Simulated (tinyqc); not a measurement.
Thermal, flicker and telegraph noise of a field-effect transistor: one step, computed by the program tinyqc. Command: `OMP_NUM_THREADS=1 python tinyqc.py 3019607 3019608 out.jsonl noise walk`. One thread of a shared host (Intel(R) Xeon(R) Processor @ 2.30GHz), about 0.01 s of CPU time with the checks.

Strong inversion, threshold roll-off and channel-length modulation left out; noise sources are uncorrelated and are given as one-sided spectral densities.

Problem. How many traps? Active traps per decade of time constant: N_dec = N_t k_B T W L lambda ln(10); a single trap at the interface shifts the threshold by e/(W L C_ox) and the current by g_m times that; tunnelling depth for frequency f, z = lambda ln(1/(2 pi f tau_0)), tau_0 = 1e-10 s.

Inputs (values chosen for the exercise, modelled on a high-k silicon transistor):
```
quantity                  value         unit
width W                     4.4   micrometre
length L                     77           nm
oxide trap density N_t  3.6e+18  1/(eV cm^3)
frequency f                  80           Hz
temperature T               200            K
```

Operating region: saturation. Flicker model: Hooge.

tunnelling length lambda = 1.136065 angstrom

C_ox = 1.438806 microfarad/cm^2

g_m = 2895.171 microsiemens

drain current I = 921.5574 microampere

Constants: k_B = 8.617333262e-05 eV/K; e = 1.602176634e-19 C.

Give: traps per decade; threshold step of one trap; current step of one trap; depth probed at f.

Solution.

traps per decade = 5.499

threshold step of one trap = 0.03287 mV

current step of one trap = 0.01033 %

depth probed at f = 1.909 nm

With several traps per decade their Lorentzians merge into 1/f.
